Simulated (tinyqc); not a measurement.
Worked calculation: single-oscillator infrared dielectric function of a polar cubic crystal. Computed by tinyqc, a small Python program that keeps every step. Command: `OMP_NUM_THREADS=1 python tinyqc.py 3005404 3005405 out.jsonl infrared walk`. One thread of a shared host (Intel(R) Xeon(R) Processor @ 2.30GHz), about 0.01 s of CPU time with the checks. Intermediate numbers are printed to about 6 digits and carried at full precision; extremes and crossings named in words are read from the listed rows.

One ion pair, charges +Z* and -Z*, in a cell of volume Omega = a^3/4. Frequencies omega are given as wavenumbers (1/cm); eps_s is the static dielectric constant.

Inputs (values chosen for the exercise, for a model crystal):

| quantity | value | unit |
|---|---|---|
| lattice constant a | 4.52 | angstrom |
| mass M_A | 95.5 | u |
| mass M_B | 21.9 | u |
| omega_TO | 257 | 1/cm |
| Born charge Z* | 1.24 | e |
| eps_inf | 11.2 | - |
| phonon damping gamma | 1.4 | 1/cm |
| probe frequency / omega_TO | 0.521 | - |
| eps_m of the surrounding medium | 3.9 | - |

Structure: rock salt. Free carriers: absent.

Constants: nu for 1 eV/(angstrom^2 u) = 15.6333042 THz; 1 THz = 33.35640952 1/cm; e^2/(4 pi eps_0) = 14.39964548 eV angstrom.

## LO frequency and static constant from the Born charge

mu = M_A M_B/(M_A + M_B); ionic plasma term W^2 = 4 pi Z*^2 (e^2/(4 pi eps_0))/(Omega mu) in eV/(angstrom^2 u), turned into 1/cm by W = 15.6333042 x 33.35640952 x sqrt(W^2); omega_LO^2 = omega_TO^2 + W^2/eps_inf; eps_s = eps_inf + W^2/omega_TO^2; Szigeti charge 3 Z*/(eps_inf + 2); longitudinal (Callen) charge Z*/eps_inf.

reduced mass mu = 17.8147 u

W = 428.909 1/cm

omega_LO = 287.183 1/cm

eps_s = 13.9853

Szigeti charge = 0.281818 e

Callen charge = 0.110714 e

omega_LO/omega_TO = 1.117; the ions supply 20 % of eps_s.

## Optical constants at the probe frequency

eps(omega) = eps_inf + W^2/(omega_TO^2 - omega^2 - i gamma omega); n + i k = sqrt(eps) with k >= 0; R = |(n + i k - 1)/(n + i k + 1)|^2 at normal incidence from vacuum. omega is the probe ratio times omega_TO. Intensity decays over 1/(4 pi omega k); the loss function is Im(-1/eps).

omega = 133.897 1/cm

Re eps = 15.0229

Im eps = 0.0148923

n = 3.87594

k = 0.00192112

reflectivity R = 0.347891

penetration depth of the intensity = 3093.61 micrometre

loss function = 6.59862e-05

Re eps is positive and k is small against n: the wave propagates.

## Spectrum around the optical phonon

The loss function is Im(-1/eps).

Spectrum:

| omega (1/cm) | Re eps | Im eps | R | Im(-1/eps) |
|---|---|---|---|---|
| 128 | 14.9040 | 0.0133648 | 0.346363 | 6.01664e-05 |
| 218 | 21.1278 | 0.163561 | 0.412987 | 3.66391e-04 |
| 249 | 56.3109 | 3.88479 | 0.585518 | 0.00121933 |
| 257 | 11.2 | 511.292 | 0.881302 | 0.00195489 |
| 265 | -32.5075 | 3.88302 | 0.960496 | 0.00362285 |
| 272 | -11.9305 | 1.11003 | 0.951737 | 0.00773171 |
| 281 | -3.03423 | 0.433685 | 0.884851 | 0.0461631 |
| 287 | -0.0654141 | 0.277356 | 0.319528 | 3.41549 |
| 293 | 1.91293 | 0.192402 | 0.0268645 | 0.0520525 |
| 304 | 4.22480 | 0.112589 | 0.119418 | 0.00630343 |
| 330 | 6.90741 | 0.0462807 | 0.201394 | 9.69951e-04 |
| 431 | 9.66333 | 0.00774550 | 0.263390 | 8.29461e-05 |
| 718 | 10.7907 | 9.15313e-04 | 0.284353 | 7.86084e-06 |

R peaks among these rows at 265 per cm with 0.96 and is lowest, 0.027, at 293; far above omega_LO it tends to ((sqrt(eps_inf) - 1)/(sqrt(eps_inf) + 1))^2 = 0.291. Im eps is largest at 257 and the loss function at 287: absorption marks the TO mode and the loss function the LO mode. Re eps is negative in some rows, where R averages 0.78.

## Surface and particle modes

Without damping, eps(omega) = -x eps_m gives omega^2 = omega_TO^2 (eps_s + x eps_m)/(eps_inf + x eps_m): x = 1 for a flat surface at large wave vector, x = 2 for the dipole mode of a small sphere. The reflectivity R for light from vacuum (not from the medium eps_m) vanishes where eps = 1, omega^2 = omega_TO^2 (eps_s - 1)/(eps_inf - 1).

surface mode = 279.700 1/cm

sphere mode = 275.193 1/cm

zero of R = 289.973 1/cm

Both modes lie between omega_TO and omega_LO, at 75 % and 60 % of the way up.

## Phonon polaritons

Transverse waves without damping obey Q^2 = omega^2 eps(omega), Q = wave vector/(2 pi) in 1/cm: eps_inf omega^4 - (eps_inf omega_LO^2 + Q^2) omega^2 + Q^2 omega_TO^2 = 0.

Branches (1/cm):

| Q | lower branch | upper branch | Q/sqrt(eps_s) | Q/sqrt(eps_inf) |
|---|---|---|---|---|
| 96 | 25.645 | 287.47 | 25.67 | 28.69 |
| 290 | 76.800 | 289.97 | 77.55 | 86.65 |
| 580 | 147.960 | 301.03 | 155.09 | 173.31 |
| 960 | 213.580 | 345.17 | 256.71 | 286.85 |
| 1400 | 240.671 | 446.71 | 374.36 | 418.33 |
| 2400 | 252.440 | 730.09 | 641.77 | 717.14 |
| 4800 | 255.947 | 1440.18 | 1283.53 | 1434.27 |
| 9600 | 256.742 | 2871.43 | 2567.06 | 2868.55 |

The lower branch starts as light slowed by sqrt(eps_s) (0.999 of that line) and ends at 0.999 omega_TO; the upper starts at 1.001 omega_LO and ends at 1.001 of the light line with eps_inf. No branch lies between omega_TO and omega_LO.

Checks made by the program: Lyddane-Sachs-Teller relation eps_s/eps_inf = (omega_LO/omega_TO)^2 (relative difference below 1e-10).
